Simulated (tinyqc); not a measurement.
# ESD clamp with bipolar snapback, compact model and design window: what changes with what

The drain junction multiplies the current that enters it: Igen = (M - 1)(Ic + I0), M = 1/(1 - (Vj/BV)^n). The generated holes leave through the substrate resistance and the base of the parasitic npn: Igen = Vb/Rb + Ic/be, Ic = Is exp(Vb/Vt). Terminal current I = Ic + I0 + Igen and voltage V = Vj + I Ro, per width. Isothermal, constant gain.

Values chosen for this exercise; values close to those of grounded-gate n-channel clamps:

| symbol | value | unit | meaning |
|---|---|---|---|
| T | 300 | K | temperature |
| BV | 11.2 | V | junction breakdown voltage |
| n | 4 |  | exponent of the multiplication |
| be | 4.8 |  | current gain of the parasitic npn |
| Is | 3.8e-17 | A/um | saturation current |
| I0 | 2.1e-11 | A/um | junction leakage |
| Rb | 23000 | ohm um | substrate resistance |
| Ro | 120 | ohm um | drain ballast and contact resistance |
| It2 | 5.9 | mA/um | failure current for 100 ns |

Constants: q = 1.602176634e-19 C, kB = 1.380649e-23 J/K, Vt = kB T/q. Results are converted to the units shown.

Each table varies one quantity; the others keep the values above.

## Effect of the substrate resistance

For given Vb: Ic, Igen, M = 1 + Igen/(Ic + I0), Vj = BV (1 - 1/M)^(1/n), I and V. Vt1 is the maximum of V along the curve, Vh the following minimum, Vt2 the voltage at I = It2. It1 and Ih are the currents at Vt1 and Vh.

Result of one run:
```
Rb (ohm um)	Vt1 (V)	It1 (uA/um)	Vh (V)	Ih (uA/um)	Vt2 (V)	Vt2 - Vt1 (V)
23000	11.20	19.19	7.591	1501	7.978	-3.224
```

What becomes of these results when the substrate resistance Rb is changed from 23000 to 2300 ohm um, all else the same?

Result of the changed run:
```
Rb (ohm um)	Vt1 (V)	It1 (uA/um)	Vh (V)	Ih (uA/um)	Vt2 (V)	Vt2 - Vt1 (V)
2300	11.23	246.6	8.370	4433	8.409	-2.819
```

The whole series:
```
Rb (ohm um)	Vt1 (V)	It1 (uA/um)	Vh (V)	Ih (uA/um)	Vt2 (V)	Vt2 - Vt1 (V)
2300	11.23	246.6	8.370	4433	8.409	-2.819
5000	11.21	104.9	8.010	3112	8.160	-3.052
11000	11.20	43.78	7.756	2144	8.035	-3.170
23000	11.20	19.19	7.591	1501	7.978	-3.224
50000	11.20	7.977	7.471	1025	7.950	-3.251
1.1e5	11.20	3.240	7.388	692.6	7.936	-3.264
2.3e5	11.20	1.393	7.335	478.7	7.930	-3.270
```

As Rb goes from 2300 to 2.3e5 ohm um, Vt1 stays near 11.2 V, It1 falls from 247 to 1.39 uA/um, Vh falls from 8.37 to 7.33 V and Vt2 falls from 8.41 to 7.93 V. Vt2 exceeds Vt1, the condition for all fingers to turn on, in 0 of the 7 rows. It1 goes as Rb^(-1.12); the product It1 Rb, close to the base voltage at the trigger, goes from 0.567 to 0.320 V.

## Failure current against pulse length

Power to failure goes as 1/t for pulses shorter than ta = 11 ns (adiabatic) and as 1/sqrt(t) beyond: Pf = P100 sqrt(100 ns/t) for t > ta and Pf(ta) ta/t below, with P100 = Vt2 It2 at 100 ns. The failure current solves V I = Pf on the curve (I(Vb), V(Vb)).

Failure current against pulse length:
```
t (ns)	Pf (mW/um)	failure current (mA/um)	V at failure (V)	energy (nJ/um)
1	1561	87.87	17.77	1.561
2	780.6	55.99	13.94	1.561
5	312.2	29.12	10.72	1.561
10	156.1	16.86	9.260	1.561
20	105.3	12.10	8.696	2.105
50	66.57	8.091	8.227	3.328
100	47.07	5.900	7.978	4.707
200	33.28	4.266	7.801	6.657
500	21.05	2.749	7.657	10.53
```

The failure current falls from 87.9 to 2.75 mA/um, as t^(-0.65) at the start and t^(-0.48) at the end, more slowly than the power since V rises with I. The voltage at failure falls from 17.8 to 7.66 V.

## Effect of the exponent of the multiplication

Same model as above.

Effect of the exponent of the multiplication:
```
n	Vt1 (V)	It1 (uA/um)	Vh (V)	Ih (uA/um)	Vt2 (V)	Vt2 - Vt1 (V)
2	11.20	18.36	5.079	1737	5.427	-5.775
2.5	11.20	18.63	5.962	1686	6.318	-4.884
3	11.20	18.85	6.637	1624	7.003	-4.199
3.5	11.20	19.03	7.166	1561	7.543	-3.659
4	11.20	19.19	7.591	1501	7.978	-3.224
4.5	11.20	19.33	7.939	1445	8.336	-2.866
5	11.20	19.45	8.228	1393	8.634	-2.568
5.5	11.20	19.57	8.473	1345	8.887	-2.315
6	11.20	19.67	8.682	1302	9.105	-2.098
```

What does the comparison show?

As n goes from 2 to 6, Vt1 stays near 11.2 V, It1 rises from 18.4 to 19.7 uA/um, Vh rises from 5.08 to 8.68 V and Vt2 rises from 5.43 to 9.10 V. Vt2 exceeds Vt1, the condition for all fingers to turn on, in 0 of the 9 rows.

Numbers from tinyqc (`OMP_NUM_THREADS=1 python tinyqc.py 2670005 2670006 out.jsonl`; about 0.01 s on one thread of a shared Intel Xeon 2.30GHz).
